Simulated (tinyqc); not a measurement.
# Arrhenius plot from several rate windows

Emission rate en = sn vth(T) Nc(T) exp(-Et/kB T) = sn g T^2 exp(-Et/kB T), g = vth Nc/(300 K)^2, as vth goes as T^0.5 and Nc as T^1.5 (degeneracy factor 1). Each window ew gives the temperature where en = ew.

Parameters, values chosen for the exercise; material values close to those of silicon: conduction-band density of states at 300 K Nc = 2.76e19 cm^-3; thermal velocity at 300 K vth = 2.3e7 cm/s; depth of the trap below the conduction edge Et = 0.1 eV; capture cross-section sn = 1.6e-17 cm^2.

Constants: q = 1.602176634e-19 C, kB = 1.380649e-23 J/K. Results are converted to the units shown.

Result of one run:
```
ew (1/s)	T peak (K)	q/kB T (1/eV)	ln(ew/T^2)	ln ew
5.1	63.40	183.0	-6.670	1.629
```

What becomes of these results when the rate window ew is changed from 5.1 to 15 1/s, all else the same?

Result of the changed run:
```
ew (1/s)	T peak (K)	q/kB T (1/eV)	ln(ew/T^2)	ln ew
15	66.95	173.3	-5.700	2.708
```

The whole series:
```
ew (1/s)	T peak (K)	q/kB T (1/eV)	ln(ew/T^2)	ln ew
1.7	60.14	193.0	-7.663	0.5306
5.1	63.40	183.0	-6.670	1.629
15	66.95	173.3	-5.700	2.708
47	71.14	163.1	-4.679	3.850
140	75.63	153.4	-3.710	4.942
430	80.84	143.5	-2.721	6.064
1300	86.68	133.9	-1.754	7.170
3900	93.31	124.4	-0.8031	8.269
```

The peak rises from 60.1 to 93.3 K. ln(ew/T^2) against q/kB T is a straight line of slope -0.1000 eV, the trap depth. Its intercept gives sn = 1.60e-17 cm^2. Leaving out the T^2 gives 0.1128 eV, too high by about 2 kB T.

tinyqc, about 0.01 s, one thread, Intel Xeon 2.30GHz (shared host): `OMP_NUM_THREADS=1 python tinyqc.py 2050132 2050133 out.jsonl`
